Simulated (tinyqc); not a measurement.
Input admittance of a MOSFET at zero drain bias: distributed channel and distributed gate: two steps of the calculation.

Source and drain grounded, strong inversion, w = 2 pi f, Cox = eps0 eox/tox. The channel is an RC line of resistance 1/(mu Cox Vo) per square fed from both ends, so one finger has the intrinsic admittance y = i w Cox L tanh(g)/g per width, g = (1/2) sqrt(i w tau), tau = L^2/(mu Vo). The vertical resistance rv/L is in series with y, the overlaps 2 i w Cov in parallel: y_t = 1/(1/y + rv/L) + 2 i w Cov. The gate strip is a line of Rsh/L per length loaded by y_t, so a finger has Y = y_t Wf tanh(k)/k, k = (Wf/sd) sqrt(y_t Rsh/L); the device has Nf Y.

Values chosen for this exercise; values of the order met in silicon radio-frequency transistors: relative permittivity of the gate insulator (close to hafnium oxide) eox = 22.5; insulator thickness tox = 7.5 nm; channel length L = 0.34 um; finger width Wf = 1.7 um; number of fingers Nf = 1; channel mobility mu = 410 cm^2/(V s); gate overdrive Vo = 0.66 V; sheet resistance of the gate Rsh = 22 ohm/square; vertical resistivity of the gate stack rv = 0 ohm um^2; number of ends at which a finger is contacted sd = 2; overlap and fringe capacitance on each side Cov = 0.27 fF/um; frequency f = 23 GHz.

Constants: eps0 = 8.8541878128e-14 F/cm where lengths are in cm. Results are converted to the units shown.

Question 1. Admittance of the channel and stack per width. tau, g, c = Cox L, y and y_t as defined.

Give: tau; g; c; y; y_t.

Answer 1.

tau = 4.272 ps
g = 0.2778+0.2778i
c = 9.031 fF/um
y = (0.067+1.301i) x 1e3 uS/um
y_t = (0.067+1.379i) x 1e3 uS/um

w tau = 0.617, and Im y is 0.997 of w c.

Question 2. Input impedance of the device. k and Y as defined; Z = 1/(Nf Y) = R + 1/(i w C); Q = |Im Z|/R; signal at the point farthest from a contact |1/cosh k|.

y_t = 66.8870+1379.0466i uS/um

Give: k; Nf Y; R; C; Q; signal at the far point.

Answer 2.

k = 0.18395+0.17524i
Nf Y = 0.1637+2.3382i mS
R = 29.805 ohm
C = 16.259 fF
Q = 14.279
signal at the far point = 0.99809

tinyqc, about 0.01 s, one thread, Intel Xeon 2.30GHz (shared host): `OMP_NUM_THREADS=1 python tinyqc.py 2262006 2262007 out.jsonl`
